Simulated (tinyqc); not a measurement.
Comparisons within one model: Lorentz oscillators and the Kramers-Kronig relations. A value that a table varies takes the place of the one given here.

eps(E) = 1 + sum_j S_j/(E0_j^2 - E^2 - i G_j E).

Kramers-Kronig: eps1(E) = 1 + (2/pi) P integral_0^infinity E1 eps2(E1)/(E1^2 - E^2) dE1. Maclaurin rule on the grid E_j = j h, j = 1 .. M: eps1(E_i) = 1 + (4 h/pi) sum over j with j - i odd of E_j eps2(E_j)/(E_j^2 - E_i^2); nothing is added above E_M.

n + i k = sqrt(eps1 + i eps2) with k >= 0; R = ((n - 1)^2 + k^2)/((n + 1)^2 + k^2) at normal incidence from vacuum; alpha = 2 E k/(hbar c), times 1e8 for 1/cm; loss function Im(-1/eps) = eps2/(eps1^2 + eps2^2).

Constants: hbar c = 1973.269805 eV angstrom.

Inputs chosen for the exercise: E0 = (6.76, 8.31) eV (resonances); G = (0.65, 1.37) eV (widths); S = (30, 76.4) eV^2 (strengths); h = 0.8 eV (grid step); M = 40 (grid points E_j = j h); E_t = 3.9 eV (energy below the first line); E = 3.78 eV (photon energy).

## Numerical transform against the formula

Every third grid point is listed; the error is the transform minus the formula.

Dielectric function:
```
E (eV),eps2,eps1 formula,eps1 transform,error
1.60,0.055,2.843,2.585,-0.258
4.00,0.235,3.427,3.532,0.105
6.40,3.913,7.053,4.552,-2.502
8.80,4.436,-2.886,-2.352,0.534
11.20,0.377,-0.635,-0.530,0.105
13.60,0.117,0.143,0.143,0.000
16.00,0.054,0.455,0.500,0.046
18.40,0.030,0.617,0.614,-0.003
20.80,0.019,0.714,0.738,0.025
23.20,0.013,0.777,0.774,-0.003
25.60,0.009,0.821,0.836,0.015
28.00,0.007,0.853,0.850,-0.003
30.40,0.005,0.877,0.886,0.009
```

What can be read from the table?

The largest error listed is -2.502 at 6.40 eV. The rule samples every 2h = 1.6 eV and the narrowest line is 0.65 eV wide, so it is not resolved. The grid ends at 32 eV, where eps2 is still 0.004; the error at the last point listed, nearest the missing tail, is +0.009.

## How far the spectrum must be known

The integrals are done by adaptive quadrature and cut at E_cut. f-sum share: (2/pi) integral of E eps2 over sum S. Static share: (2/pi) integral of eps2/E over eps(0) - 1.

Cut integrals:
```
E_cut (eV),eps1(E_t),f-sum share,static share
6.6,1.632,0.122,0.255
9.1,3.158,0.757,0.891
12.5,3.355,0.914,0.986
16.6,3.374,0.946,0.996
24.9,3.380,0.968,0.999
41.6,3.382,0.982,1.000
```

eps1(E_t) from the formula = 3.382

What can be read from the table?

Cut at 9.1 eV, just above the last line, eps1(E_t) lacks 0.224; cut at 41.6 eV it lacks 0.000. At 12.5 eV the static sum has reached 0.986 and the f-sum only 0.914: the f-sum weights eps2 by E and the static sum by 1/E, so the f-sum needs the far tail.

## Optical constants across the spectrum

Spectrum:
```
E (eV),eps1,eps2,n,k,R,loss
1.25,2.811,0.041,1.677,0.012,0.064,0.005
2.95,3.069,0.126,1.752,0.036,0.075,0.013
4.65,3.809,0.367,1.954,0.094,0.105,0.025
6.35,6.947,3.433,2.711,0.633,0.235,0.057
8.05,1.865,6.430,2.069,1.554,0.301,0.143
9.75,-1.922,1.271,0.437,1.454,0.582,0.239
11.45,-0.506,0.323,0.217,0.744,0.573,0.896
13.14,0.049,0.140,0.314,0.223,0.293,6.357
14.84,0.332,0.076,0.580,0.066,0.072,0.656
16.54,0.500,0.047,0.708,0.033,0.030,0.187
18.24,0.608,0.032,0.780,0.020,0.015,0.085
19.94,0.684,0.022,0.827,0.014,0.009,0.048
```

What does this show?

Among the energies listed the largest values are at (eV): eps2 8.05; n 6.35; k 8.05; R 9.75; loss 13.14. eps1 crosses zero at 8.29 and 12.93 eV; the last crossing is upward and marks the plasmon, against sqrt(sum S) = 10.32 eV for free electrons.

## What each oscillator parameter does

At the energy E. Each row changes one parameter from the base and keeps the others.

Results:
```
case,eps1,eps2,n,k,R
base,3.332,0.205,1.826,0.056,0.086
"E0 = (6.76, 8.726) eV",3.176,0.177,1.783,0.050,0.079
"G = (0.65, 2.055) eV",3.317,0.268,1.823,0.074,0.086
"S = (30, 91.68) eV^2",3.608,0.231,1.901,0.061,0.097
E = 3.969 eV,3.413,0.230,1.848,0.062,0.089
```

How do the results move?

The largest shifts from the base row, up to three for each result and ties (the steps differ in size, so this ranks the rows, not the parameters). eps1: S +0.277, E0 -0.156, E +0.081. eps2: G +0.063, E0 -0.028, S +0.026. n: S +0.074, E0 -0.043, E +0.022. k: G +0.017, E0 -0.006, E +0.006. R: S +0.011, E0 -0.006, E +0.003; unchanged at the printed digits by G.

tinyqc: `OMP_NUM_THREADS=1 python tinyqc.py 1652257 1652258 out.jsonl`; about 0.2 s, one thread, shared Intel(R) Xeon(R) Processor @ 2.30GHz.
